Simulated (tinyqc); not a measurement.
Smearing for a one-band metal on the bcc lattice: one step. Levels on the mesh. Three cases, with inputs chosen for the exercise.

Question. Evaluate the band and collect equal energies with their counts.

Lattice vectors (units of a): a1 = (-1/2, 1/2, 1/2), a2 = (1/2, -1/2, 1/2), a3 = (1/2, 1/2, -1/2). E(k) = -t A_1(k) - t2 A_2(k), A_m the sum of cos(k . R) over the 8 nearest and 6 second lattice vectors. Mesh k = sum (j_i/N) b_i, j_i = 0 .. N-1.

Case 1.

Values chosen:
- t = 1.06 eV (nearest hopping)
- t2 = -0.15 eV (second hopping)
- N = 6 (unshifted mesh)

Case 2.

Values chosen:
- t = 0.65 eV (nearest hopping)
- t2 = 0.19 eV (second hopping)
- N = 4 (unshifted mesh)

Case 3.

Values chosen:
- t = 0.31 eV (nearest hopping)
- t2 = 0.08 eV (second hopping)
- N = 6 (unshifted mesh)

Give: Distinct levels.

Answer.

Case 1.

Distinct levels:
```
E_k (eV)  points
-7.5800        1
-5.7600       12
-3.7900        6
-3.0300       24
-2.1200       12
-1.5100        8
-0.7500       12
-0.3000       54
0.1500        24
0.6100         8
2.1200        12
3.3300        24
4.6900         6
6.9600        12
9.3800         1
```

15 distinct levels; the mean spacing is 1.211 eV.

Case 2.

Distinct levels:
```
E_k (eV)  points
-6.3400        1
-2.9800       12
-0.3800        6
0.3800        30
1.1400         2
2.2200        12
4.0600         1
```

7 distinct levels; the mean spacing is 1.733 eV.

Case 3.

Distinct levels:
```
E_k (eV)  points
-2.9600        1
-2.1800       12
-1.4800        6
-1.0100       24
-0.6200       12
-0.0800       24
-0.0700        8
0.1600        54
0.4000        12
0.5500         8
0.6200        12
0.8500        24
1.0000         6
1.5400        12
2.0000         1
```

15 distinct levels; the mean spacing is 0.354 eV.

Computed by tinyqc, one run a case: `OMP_NUM_THREADS=1 python tinyqc.py N N+1 out.jsonl` with N = 1650940, 1651222, 1651482; one thread of a shared Intel(R) Xeon(R) Processor @ 2.30GHz, about 0.3 s a run at most.
